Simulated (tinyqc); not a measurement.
Inside a calculation. Method: plane-wave Kohn-Sham cycle with exchange-only LDA in a layered model solid. One step of it, computed by the program tinyqc.

Question. Iteration 1: potential. V_H(G) = 4 pi rho(G)/G^2 for G != 0 (uniform background); v_x = -(3 rho/pi)^(1/3); V = V_ext + V_H + v_x; Fourier components f(G_m) = (1/N) sum_j f(x_j) exp(-i G_m x_j).

A solid whose potential varies along x alone (atomic units):
```
parameter,value
period a,11.300000
cross-section of the cell,40.000000
electrons per cell,2
grid points,16
"plane waves -n..n, n",2
k points,4
V1 in V1 cos(2 pi x/a),-0.790000
```

density at the start, on the grid x_j = j a/N (e/bohr^3): 0.00442478  0.00442478  0.00442478  0.00442478  0.00442478  0.00442478  0.00442478  0.00442478  0.00442478  0.00442478  0.00442478  0.00442478  0.00442478  0.00442478  0.00442478  0.00442478

Give: Potentials on the grid; V(G_m), m = 0, 1, 2, ....

Answer.

Potentials on the grid (hartree):
```
x,V_ext,V_H,v_x,V
0.000,-0.790,0.000,-0.162,-0.952
0.706,-0.730,0.000,-0.162,-0.892
1.413,-0.559,0.000,-0.162,-0.720
2.119,-0.302,0.000,-0.162,-0.464
2.825,0,0.000,-0.162,-0.162
3.531,0.302,0.000,-0.162,0.141
4.237,0.559,0.000,-0.162,0.397
4.944,0.730,0.000,-0.162,0.568
5.650,0.790,0.000,-0.162,0.628
6.356,0.730,0.000,-0.162,0.568
7.062,0.559,0.000,-0.162,0.397
7.769,0.302,0.000,-0.162,0.141
8.475,0,0.000,-0.162,-0.162
9.181,-0.302,0.000,-0.162,-0.464
9.887,-0.559,0.000,-0.162,-0.720
10.594,-0.730,0.000,-0.162,-0.892
```

V(G_m), m = 0, 1, 2, ... (hartree): -0.162  -0.395  0.000  0.000  0.000
